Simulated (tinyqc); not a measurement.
# Worked calculation: electron continuity equation in a given potential, Scharfetter-Gummel discretisation

Computed by the program tinyqc: `OMP_NUM_THREADS=1 python tinyqc.py 2220131 2220132 out.jsonl`, one thread of a shared Intel Xeon 2.30GHz, about 0.01 s for the whole run. Printed values are rounded.

Steady state in one dimension: J = q mu n E + q D dn/dx with E = -dpsi/dx and D = mu Vt, dJ/dx = 0, fixed densities nL and nR at the ends. The potential is given, psi = U (x/L)^2, and is not changed by the electrons.

Values chosen for this exercise; mobility that of a made-up semiconductor:
```
symbol   value        unit                               meaning
T          325           K                           temperature
mu         195  cm^2/(V s)                     electron mobility
L         0.19          um                  length of the region
nL      4.3e13       cm^-3                      density at x = 0
nR           0       cm^-3                      density at x = L
U         0.31           V  potential difference psi(L) - psi(0)
```

Constants: q = 1.602176634e-19 C, kB = 1.380649e-23 J/K, Vt = kB T/q. Results are converted to the units shown.

## Potential on the mesh

10 equal intervals, h = L/10; psi = U (x/L)^2.

| node | psi (V) |
|---|---|
| 0 | 0.000000 |
| 1 | 0.003100 |
| 2 | 0.012400 |
| 3 | 0.027900 |
| 4 | 0.049600 |
| 5 | 0.077500 |
| 6 | 0.111600 |
| 7 | 0.151900 |
| 8 | 0.198400 |
| 9 | 0.251100 |
| 10 | 0.310000 |

## Bernoulli factors

d_i = (psi_(i+1) - psi_i)/Vt; B(d) = d/(exp(d) - 1), B(0) = 1. The flux on interval i is J_i = (q D/h) [n_(i+1) B(d_i) - n_i B(-d_i)].

| interval | d_i | B(d_i) | B(-d_i) |
|---|---|---|---|
| 0 | 0.11069 | 0.945676 | 1.05637 |
| 1 | 0.33207 | 0.843138 | 1.17521 |
| 2 | 0.55345 | 0.748673 | 1.30212 |
| 3 | 0.77482 | 0.662124 | 1.43695 |
| 4 | 0.99620 | 0.583264 | 1.57947 |
| 5 | 1.21758 | 0.511803 | 1.72938 |
| 6 | 1.43896 | 0.447395 | 1.88636 |
| 7 | 1.66034 | 0.389651 | 2.04999 |
| 8 | 1.88172 | 0.338148 | 2.21987 |
| 9 | 2.10310 | 0.292442 | 2.39554 |

The largest |d_i| is 2.10, above 2, where central differences lose the sign pattern that keeps densities positive.

## Tridiagonal system for the inner nodes

Row i (1 to 9): B(-d_(i-1)) n_(i-1) + b_i n_i + B(d_i) n_(i+1) = f_i with b_i = -B(-d_i) - B(d_(i-1)) and f_i = 0; the known end values are moved to the right: f_1 loses B(-d_0) nL and f_9 loses B(d_9) nR. h = L/10, D = mu Vt.

| node | diagonal b | right side f (cm^-3) |
|---|---|---|
| 1 | -2.12088 | -4.54237e13 |
| 2 | -2.14526 | 0 |
| 3 | -2.18562 | 0 |
| 4 | -2.24159 | 0 |
| 5 | -2.31265 | 0 |
| 6 | -2.39816 | 0 |
| 7 | -2.49738 | 0 |
| 8 | -2.60952 | 0 |
| 9 | -2.73369 | 0 |

## Densities and current

B(d) = d/(exp(d) - 1) with d_i = (psi_(i+1) - psi_i)/Vt; b and f are the diagonal and right side of the balance equations. Solve B(-d_(i-1)) n_(i-1) + b_i n_i + B(d_i) n_(i+1) = f_i (end values already in f), then J_i = (q D/h) [n_(i+1) B(d_i) - n_i B(-d_i)], h = L/10, D = mu Vt.

| node | n (cm^-3) |
|---|---|
| 0 | 4.3e13 |
| 1 | 3.06458e13 |
| 2 | 2.32137e13 |
| 3 | 1.84115e13 |
| 4 | 1.51235e13 |
| 5 | 1.27633e13 |
| 6 | 1.10001e13 |
| 7 | 9.62753e12 |
| 8 | 8.45266e12 |
| 9 | 6.86391e12 |
| 10 | 0 |

| interval | J (A/cm^2) |
|---|---|
| 0 | -7.57220 |
| 1 | -7.57220 |
| 2 | -7.57220 |
| 3 | -7.57220 |
| 4 | -7.57220 |
| 5 | -7.57220 |
| 6 | -7.57220 |
| 7 | -7.57220 |
| 8 | -7.57220 |
| 9 | -7.57220 |

Without sources J is the same on every interval. Against a mesh 200 times finer the densities are off by at most 0.12 % of their local values.

## Three discretisations compared

10 equal intervals. Fluxes J_i = (q D/h)(n_(i+1) P_i - n_i Q_i), d_i = (psi_(i+1) - psi_i)/Vt: Scharfetter-Gummel P = B(d), Q = B(-d), B(d) = d/(exp(d) - 1); central P = 1 - d/2, Q = 1 + d/2; upwind P = 1 + max(-d, 0), Q = 1 + max(d, 0). Balance at each inner node: J_i - J_(i-1) = 0. The reference is Scharfetter-Gummel on 2000 intervals.

Densities (cm^-3):

| node | Scharfetter-Gummel | central | upwind | reference |
|---|---|---|---|---|
| 0 | 4.300e13 | 4.300e13 | 4.300e13 | 4.300e13 |
| 1 | 3.065e13 | 3.071e13 | 3.035e13 | 3.064e13 |
| 2 | 2.321e13 | 2.331e13 | 2.302e13 | 2.321e13 |
| 3 | 1.841e13 | 1.853e13 | 1.835e13 | 1.841e13 |
| 4 | 1.512e13 | 1.524e13 | 1.515e13 | 1.512e13 |
| 5 | 1.276e13 | 1.288e13 | 1.284e13 | 1.276e13 |
| 6 | 1.100e13 | 1.111e13 | 1.105e13 | 1.099e13 |
| 7 | 9.628e12 | 9.748e12 | 9.547e12 | 9.620e12 |
| 8 | 8.453e12 | 8.676e12 | 7.989e12 | 8.445e12 |
| 9 | 6.864e12 | 7.978e12 | 5.611e12 | 6.856e12 |
| 10 | 0 | 0 | 0 | 0 |

Largest errors as a share of the largest reference density listed: Scharfetter-Gummel 0.019 %, central 2.6 %, upwind 2.9 %. The largest |d| is 2.10. Upwinding stays positive but acts as if D were larger by the factor 1 + |d|/2, up to 2.05 here.
